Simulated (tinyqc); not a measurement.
From results back to parameters: plasmons of a degenerate electron gas in the random-phase approximation. Four cases, with inputs chosen for the exercise.

Problem. At small q the plasmon follows E = Ep + B q^2 with B = (3/10)(hbar vF)^2/Ep, hbar vF = 2 c kF/m; n and m are hidden.

Zero temperature, parabolic band: kF = (3 pi^2 n)^(1/3), EF = c kF^2/m, Ep^2 = 8 pi c e2 n/(m eb), qTF^2 = 6 pi e2 n/(eb EF), c = hbar^2/2m0, e2 = e^2/(4 pi eps0), n in 1/angstrom^3 (1e-24 per 1/cm^3).

Constants: hbar^2/2m0 = 3.80998211 eV angstrom^2; e^2/(4 pi eps0) = 14.39964547 eV angstrom.

Case 1.

Values chosen (out of a larger set: a free-electron density near that of Na; not measured data): eb = 1 (background dielectric constant).

Ep = 6.06754 eV
B = 2.45453 eV angstrom^2

Case 2.

Values chosen (out of a larger set: mass and background constant near those of GaAs; polar phonons, which mix with the plasmon in the real crystal, and the rise of the mass with filling are left out; not measured data): eb = 10.8 (background dielectric constant).

Ep = 134.952 meV
B = 119.867 eV angstrom^2

Case 3.

Values chosen (out of a larger set: mass and background constant near those of InAs; polar phonons, which mix with the plasmon in the real crystal, and the rise of the mass with filling are left out; not measured data): eb = 12.3 (background dielectric constant).

Ep = 53.9397 meV
B = 348.179 eV angstrom^2

Case 4.

Values chosen (out of a larger set: mass and background constant near those of GaSb; polar phonons, which mix with the plasmon in the real crystal, and the rise of the mass with filling are left out, as are the L valleys, which fill above about 0.08 eV; not measured data): eb = 14.2 (background dielectric constant).

Ep = 51.5462 meV
B = 213.266 eV angstrom^2

Find: hbar vF; kF; n; m.

Solution. hbar vF = sqrt(B Ep/0.3); Ep^2 = (4 e2/(3 pi eb)) kF^2 hbar vF gives kF, then n and m.

Case 1.

hbar vF = 7.046 eV angstrom
kF = 0.9247 1/angstrom
n = 2.67e+22 1/cm^3
m = 1.000 m0

Case 2.

hbar vF = 7.343 eV angstrom
kF = 0.06620 1/angstrom
n = 9.80e+18 1/cm^3
m = 0.069 m0

Case 3.

hbar vF = 7.912 eV angstrom
kF = 0.02720 1/angstrom
n = 6.80e+17 1/cm^3
m = 0.026 m0

Case 4.

hbar vF = 6.053 eV angstrom
kF = 0.03194 1/angstrom
n = 1.10e+18 1/cm^3
m = 0.040 m0

Computed by tinyqc, one run a case: `OMP_NUM_THREADS=1 python tinyqc.py N N+1 out.jsonl` with N = 1650938, 1650990, 1651059, 1651101; one thread of a shared Intel(R) Xeon(R) Processor @ 2.30GHz, about 0.01 s a run at most.
